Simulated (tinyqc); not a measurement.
From Stokes shift back to ground-state phonon hbar omega_g: configuration-coordinate model of a defect: Huang-Rhys factor and luminescence line shape. Computed by tinyqc, a small Python program. Command: `OMP_NUM_THREADS=1 python tinyqc.py 3014385 3014386 out.jsonl ccline inv`. One thread of a shared host (Intel(R) Xeon(R) Processor @ 2.30GHz), about 0.05 s of CPU time with the checks.

Ground state E_g(Q) = (1/2) omega_g^2 Q^2; excited state E_e(Q) = E_0 + (1/2) omega_e^2 (Q - dQ)^2 with omega_e = omega_g and E_0 = E_ZPL. Q is mass-weighted; the dipole does not depend on Q (Condon approximation).

Inputs (values chosen for the exercise, for a model defect in a wide-gap host): zero-phonon energy E_ZPL = 2.25 eV; displacement dQ = 0.444 u^(1/2) angstrom.

Modes: equal frequencies in both states.

Constants: hbar^2/u = 4.18015928e-03 eV angstrom^2.

Method. S = hbar omega dQ^2/(2 hbar^2/u) for each state; relaxation energy S hbar omega; absorption at E_0 + S_e hbar omega_e, emission at E_0 - S_g hbar omega_g; the Stokes shift is their difference.

Question. A run gave the result below. Find the ground-state phonon hbar omega_g, known to lie between 11 and 27 meV.

Stokes shift = 0.02052115 eV

Answer.

Each step takes the trial c = (a f_b - b f_a)/(f_b - f_a), f being the result less the target and a, b, c the logarithms of the listed values; c replaces end b, the old b replaces a if the sign of f changed, and otherwise f_a is halved.

Scan of the range:

| ground-state phonon hbar omega_g (meV) | Stokes shift (eV) |
|---|---|
| 11.0 | 0.0057064 |
| 12.8 | 0.0077267 |
| 14.8 | 0.0103299 |
| 17.2 | 0.0139518 |
| 20.0 | 0.0188640 |
| 23.2 | 0.0253834 |
| 27.0 | 0.0343796 |

False position (Illinois rule, in the logarithm of the input) inside the bracket:

| step | end a | end b | trial | Stokes shift (eV) |
|---|---|---|---|---|
| 1 | 20.0000 | 23.2000 | 20.7690 | 0.0203424 |
| 2 | 23.2000 | 20.7690 | 20.8506 | 0.0205027 |
| 3 | 23.2000 | 20.8506 | 20.8674 | 0.0205357 |
| 4 | 20.8506 | 20.8674 | 20.8600 | 0.0205211 |
| 5 | 20.8674 | 20.8600 | 20.8600 | 0.0205211 |

Stokes shift rises at every point of a 13-point scan of the range (every second point is shown), so one value fits; it is bracketed by 20.0 and 23.2. The scan shows a pure power law with exponent 2.000, so scaling from any one row also gives the answer directly. Answer: ground-state phonon hbar omega_g = 20.86 meV.
